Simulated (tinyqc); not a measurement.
CMOS inverter, nodal equation and switching: two steps of the calculation.

An n-channel pull-down (bn, VTn) and a p-channel pull-up (bp, VTp) share the input Vin and the output node Vout, which carries the load C. Transistor (EKV form, voltages against the body): I = 2 n b Vt^2 [F(vp - Vs) - F(vp - Vd)] from drain to source, F(v) = ln^2(1 + exp(v/(2 Vt))), vp = (Vg - VT + sg |Vd - Vs|)/n. n-channel bodies are at 0; for the p-channel device all voltages are counted down from Vdd. b in uA/V^2 gives I in uA. Static: In = Ip. Transient: C dVout/dt = Ip - In. No velocity saturation, no gate capacitance beyond C.

Parameters, values chosen for the exercise: temperature T = 250 K; supply voltage Vdd = 0.8 V; slope factor n = 1.27; drain-induced barrier lowering sg = 0.078; n-channel threshold VTn = 0.27 V; p-channel threshold (magnitude) VTp = 0.39 V; gain factor of the pull-down transistor bn = 150 uA/V^2; gain factor of the pull-up transistor bp = 45 uA/V^2; load capacitance C = 1.3 fF; input voltage Vin = 0.49 V; time step dt = 7 ps.

Constants: q = 1.602176634e-19 C, kB = 1.380649e-23 J/K, Vt = kB T/q. Results are converted to the units shown.

Question 1. Output voltage by Newton steps. f = In - Ip at (Vin, Vout); G = df/dVout by a central difference with +/- 1e-6 V; Vout(new) = Vout - f/G.

Vout at the start = 0.4 V

Find: In; Ip; G; Vout after iteration 1.

Answer 1.

In = 3.743 uA
Ip = 0.006260 uA
G = 2.312 uS
Vout after iteration 1 = -1.216 V

This step lands outside the rails.

Question 2. One time step of the falling output. The input steps to Vdd at t = 0; I = In - Ip. Trapezoidal rule: V(new) = V - (dt/C)[I(V) + I(V(new))]/2, solved for V(new); 1 ps uA/fF = 1 mV.

Vout at t = 0 = 0.8 V

Find: I(V); I(V(new)); Vout after step 1.

Answer 2.

I(V) = 20.725 uA
I(V(new)) = 20.129 uA
Vout after step 1 = 0.69001 V

Numbers from tinyqc (`OMP_NUM_THREADS=1 python tinyqc.py 2340118 2340119 out.jsonl`; about 0.06 s on one thread of a shared Intel Xeon 2.30GHz).
